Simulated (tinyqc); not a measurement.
Inside a calculation. Model: thermal displacements in the Debye model: Debye-Waller factors, bond-length spread and the Lindemann rule. Computed by tinyqc, a small Python program that keeps every step. Command: `OMP_NUM_THREADS=1 python tinyqc.py 3001114 3001115 out.jsonl debyewaller walk`. One thread of a shared host (Intel(R) Xeon(R) Processor @ 2.30GHz), about 0.01 s of CPU time with the checks. Intermediate numbers are printed to about 7 digits and carried at full precision; extremes and crossings named in words are read from the listed rows.

A Debye spectrum with three branches of one velocity, cut at k_B Theta; 8 atoms per cube, nearest neighbours at d = 0.433013 a.

Inputs (values chosen for the exercise, modelled on silicon):
```
quantity                     value        unit
atomic mass M                28.09           u
Debye temperature Theta        520           K
lattice constant a           5.431    angstrom
temperature T                  600           K
Lindemann ratio x_L           0.13           -
gamma-ray energy E            77.3         keV
photoelectron wave number k     12  1/angstrom
```

Structure: diamond.

reflection (h k l): 8  0  0

Constants: hbar^2/u = 4.18015928e-03 eV angstrom^2; k_B = 8.617333262e-05 eV/K; e = 1.602176634e-19 C; u = 1.6605390666e-27 kg; c = 299792458 m/s; hbar = 6.582119569e-16 eV s.

## Mean-square displacement

<u_x^2> = (3 hbar^2/(2 M k_B Theta)) int_0^1 s coth(s Theta/(2T)) ds (64 Gauss-Legendre points); it tends to 3 hbar^2/(4 M k_B Theta) at T = 0 and to 3 hbar^2 T/(M k_B Theta^2) at high T. B = 8 pi^2 <u_x^2>.

<u_x^2> = 0.01173373 angstrom^2

zero-point value = 0.002490727 angstrom^2

classical value = 0.01149566 angstrom^2

B factor = 0.9264583 angstrom^2

The zero-point value is 21.2 % and the classical value 98.0 % of the full result; the two are limits, not parts that add.

## Loss of Bragg intensity

G = 2 pi sqrt(h^2 + k^2 + l^2)/a; the intensity is multiplied by exp(-2W), 2W = G^2 <u_x^2>; the loss goes into thermal diffuse scattering.

|G| = 9.255290 1/angstrom

2W = 1.005116

intensity factor exp(-2W) = 0.3660021

## Recoil-free fraction

A nucleus of this mass is supposed to emit a gamma ray of the energy chosen: recoil energy E_R = E^2/(2 M c^2), wave number k_g = E/(hbar c), recoil-free fraction f = exp(-k_g^2 <u_x^2>).

recoil energy = 114.1819 meV

k_g = 39.17356 1/angstrom

recoil-free fraction f = 1.513576e-08

E_R is 2.55 k_B Theta.

## Spread of the bond length

Correlated Debye model: sigma^2 = (3 hbar^2/(M k_B Theta)) int_0^1 s coth(s Theta/(2T)) [1 - sin(s q_D R)/(s q_D R)] ds for two atoms at distance R, q_D = (6 pi^2 n)^(1/3), n atoms per volume; uncorrelated motion would give 2 <u_x^2>. An EXAFS amplitude is damped by exp(-2 k^2 sigma^2).

sigma^2 of the nearest bond = 0.01079634 angstrom^2

correlation 1 - sigma^2/(2 <u_x^2>) = 0.5399445

EXAFS damping = 0.04463018

Neighbours move partly together, which removes 54 % of the uncorrelated spread. Caution: in covalent crystals the stiff bond makes the true nearest-neighbour sigma^2 smaller than this model gives.

## Lindemann melting temperature

Melting is placed where sqrt(3 <u_x^2>) = x_L d; the classical form gives T_m = M k_B Theta^2 (x_L d)^2/(9 hbar^2).

Lindemann T_m = 1621.459 K

classical T_m = 1626.086 K

ratio sqrt(3 <u_x^2>)/d at T = 0.07978078

The rule is empirical: x_L is fitted within a family of like crystals, and T_m goes as its square.

## Displacements against temperature

The correlation is 1 - sigma^2/(2 <u_x^2>); exp(-2W) uses 2W = G^2 <u_x^2>.

Displacements (angstrom^2):
```
T (K)      <u_x^2>     classical  sigma^2 at d  sigma^2 at 2d   exp(-2W)
16     0.002506243  3.065510e-04   0.003256775    0.004958800  0.8067949
52     0.002654560  9.962908e-04   0.003278652    0.005027075  0.7966095
100    0.003084170   0.001915944   0.003469441    0.005473232  0.7678267
180    0.004189627   0.003448699   0.004247181    0.006992877  0.6984546
290    0.006037340   0.005556237   0.005772980    0.009765514  0.5962108
420    0.008384484   0.008046964   0.007816992     0.01338597  0.4876203
620     0.01210935    0.01187885    0.01113263     0.01919577  0.3544132
940     0.01816250    0.01800987    0.01657897     0.02868823  0.2110190
1100    0.02120592    0.02107538    0.01932772     0.03346997  0.1625926
```

The classical line is within 5 % from T = 420 K (T/Theta = 0.81) on. The correlation of nearest neighbours grows from 0.35 to 0.54, since thermal motion weights long waves, which move neighbours together, more than zero-point motion does; at 2d it ends at 0.21. The reflection keeps 81 % of its intensity at the lowest T and 16 % at the highest.

Checks made by the program: high-temperature series <u^2> = classical x (1 + (Theta/T)^2/36) at T = 5 Theta (relative difference 4e-07).
